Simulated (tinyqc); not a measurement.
Inside a calculation. Model: solubility, supersaturation, precipitation and gettering of an impurity in a silicon-like host. Computed by tinyqc, a small Python program that keeps every step. Command: `OMP_NUM_THREADS=1 python tinyqc.py 3001753 3001754 out.jsonl ripen walk`. One thread of a shared host (Intel(R) Xeon(R) Processor @ 2.30GHz), about 0.01 s of CPU time with the checks. Intermediate numbers are printed to about 7 digits and carried at full precision; extremes and crossings named in words are read from the listed rows.

The wafer was saturated at T1 and is then held at T.

Inputs (values chosen for the exercise, modelled on nickel in silicon):
```
quantity,value,unit
site density N0,5e+22,1/cm^3
enthalpy of solution H,1.7,eV
entropy of solution S,3.5,k_B
diffusion prefactor D0,0.002,cm^2/s
migration energy Q,0.469,eV
temperature of saturation T1,1475,K
anneal temperature T,828,K
sink density n,5.8e+07,1/cm^3
initial sink radius r0,56,nm
impurity density in the precipitate C_p,5.8e+22,1/cm^3
interface energy gamma,0.35,J/m^2
anneal time t,13,s
wafer thickness w,625,micrometre
segregation energy E_g,0.57,eV
segregation prefactor k_0,0.25,-
getter layer thickness t_g,0.37,micrometre
```

Gettering: segregation gettering in a layer.

Constants: k_B = 8.617333262e-05 eV/K; k_B = 1.380649e-23 J/K.

## Solubility, diffusivity, supersaturation

C_eq(T) = N0 exp(S/k_B - H/(k_B T)); D(T) = D0 exp(-Q/(k_B T)); C0 = C_eq(T1). Supersaturation s = C0/C_eq(T); critical radius r* = 2 gamma/(C_p k_B T ln s); barrier W* = (4 pi/3) gamma r*^2. Strain energy is left out.

C0 = 2.573018e+18 1/cm^3

C_eq(T) = 7.440978e+13 1/cm^3

D(T) = 2.794943e-06 cm^2/s

supersaturation s = 34579.03

critical radius r* = 0.1010179 nm

W*/(k_B T) = 1.308700

Sinks of radius r0 are above r* and grow. The barrier is low enough for new nuclei to form. Caution: the barrier to homogeneous nucleation is below 35 k_B T for these inputs, so new precipitates would form and outnumber the fixed sinks assumed here. Caution: a critical radius of atomic size is outside the capillary model.

## Ham's law for sinks of fixed radius

tau0 = 1/(4 pi n r0 D); C_fixed(t) = C_eq + (C0 - C_eq) exp(-t/tau0). If all excess precipitates, the final radius is r_f = [r0^3 + 3 (C0 - C_eq)/(4 pi n C_p)]^(1/3), with tau_f = 1/(4 pi n r_f D).

tau0 = 87.65992 s

C_fixed(t) = 2.218394e+18 1/cm^3

final radius r_f = 567.5024 nm

tau_f = 8.650106 s

The sinks grow 10.1 times, so the fixed radius underrates the later rate.

## Growing precipitates

Growing sinks: with y = r/r_f and y0 = r0/r_f, dy/dt = (1 - y^3)/(3 tau_f y), which integrates to t/tau_f = F(y) - F(y0), F(y) = (1/2) ln[(1 + y + y^2)/(1 - y)^2] - sqrt(3) arctan[(2y + 1)/sqrt(3)]; the share of the excess left is (1 - y^3)/(1 - y0^3), and C(t) = C_eq + (C0 - C_eq) x share.

radius at t = 480.0967 nm

share of the excess left = 0.3949229

C(t) with growing sinks = 1.016189e+18 1/cm^3

60.5 % of the excess has precipitated.

## Segregation into a layer on one face

k = k_0 exp(E_g/(k_B T)); in equilibrium the bulk keeps C/C0 = 1/(1 + k t_g/w). For a strong sink on one face the slowest diffusion mode has tau_w = 4 w^2/(pi^2 D), and C/C0 is estimated as c_eq + (1 - c_eq)(8/pi^2) sum over odd m up to 99 of exp(-m^2 t/tau_w)/m^2. Precipitation is left out here.

segregation coefficient k = 736.8049

equilibrium C/C0 = 0.6962874

tau_w = 566.4313 s

mean C/C0 at t = 0.9669481

Diffusion and capacity both matter.

## The best anneal temperature for the time t

C_eq(T) = N0 exp(S/k_B - H/(k_B T)); D(T) = D0 exp(-Q/(k_B T)); C0 = C_eq(T1). r_f = [r0^3 + 3 (C0 - C_eq)/(4 pi n C_p)]^(1/3), tau_f = 1/(4 pi n r_f D).

Dissolved share after t:
```
T (K),C_eq/C0,tau_f (s),C(t)/C0
664,8.044728e-08,43.86146,0.9115863
767,4.347647e-06,14.58984,0.6389739
885,1.341615e-04,5.66471,0.1946679
1003,1.847400e-03,2.74925,0.0199961
1121,1.464598e-02,1.55962,0.0151350
1239,7.827229e-02,1.00429,0.0782768
1342,2.656673e-01,0.77323,0.2656674
1416,5.727654e-01,0.74909,0.5727654
```

The lowest dissolved share among these rows is 0.015 at 1121 K. Above it solubility sets the floor; below it diffusion is too slow for this time. Solubility falls with H = 1.7 eV and diffusion with Q = 0.469 eV.

Checks made by the program: radius against numerical integration (relative difference 2e-10).
